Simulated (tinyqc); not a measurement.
Adding atomic layers: valley splitting of a silicon quantum well in envelope theory.

The well lies at 0 < z < L; U(z) = V0 [1/(1 + exp(z/w)) + 1/(1 + exp((L - z)/w))] - e F z, 1 mV/nm = 1e-4 eV/angstrom. The envelope psi solves -(c/ml) psi'' + U psi = E psi, c = hbar^2/2m0, by three-point differences on a grid of 0.1 angstrom from -40 to L + 40 angstrom. The two valleys at +/- k0 couple through D = C0 times the integral of exp(-i q z) U(z) psi^2, q = 2 k0 (2 pi/a), and split by Ev = 2|D|.

Constants: hbar^2/2m0 = 3.80998211 eV angstrom^2.

Values chosen for the exercise (near those of a strained Si well in SiGe; shifted at random, so the results belong to these values and not to a real crystal):
```
symbol  value                                           unit      meaning
V0      0.16                                            eV        conduction offset
ml      0.906                                           m0        mass along z
F       3.7                                             mV/nm     field pressing towards the upper interface
k0      0.838                                           2 pi/a    valley position
a       5.431                                           angstrom  lattice constant
C0      0.235                                                     Bloch overlap factor
Ls      (30, 31.4, 32.7, 34.1, 35.4, 36.8, 38.1, 39.5)  angstrom  widths in steps of one atomic layer, a/4, rounded to the grid
F2      1                                               mV/nm     second field, zero or weak
w1      0.8                                             angstrom  interface width for this table
```

The smooth splitting Ev = 2|D| with w = w1, at the field F2 and at F.

Results:
```
L (angstrom)  q L mod 2 pi  Ev at F2 (micro-eV)  Ev at F (micro-eV)
30.0                  1.62                 3.23                7.52
31.4                  4.34                 41.1                41.5
32.7                  0.57                 21.7                22.7
34.1                  3.29                 24.5                25.3
35.4                  5.81                 29.3                29.9
36.8                  2.24                 7.04                9.69
38.1                  4.76                 27.3                27.9
39.5                  1.19                 7.63                10.1
```

How do the results move, and what explains it?

At F2 the splitting swings between 3.23 and 41.1 micro-eV, a ratio of 12.7, as the two interfaces add with the phase q L, which advances on average by 2.63 rad a layer. At F the ratio is 5.52, where in the first row psi^2 at the upper interface is 1.35 times that at the lower one.

Computed by tinyqc, a small Python program: `OMP_NUM_THREADS=1 python tinyqc.py 1250922 1250923 out.jsonl` (the numbers bound the seed that draws the inputs); one thread of a shared host (Intel(R) Xeon(R) Processor @ 2.30GHz), about 0.07 s for the whole set of steps.
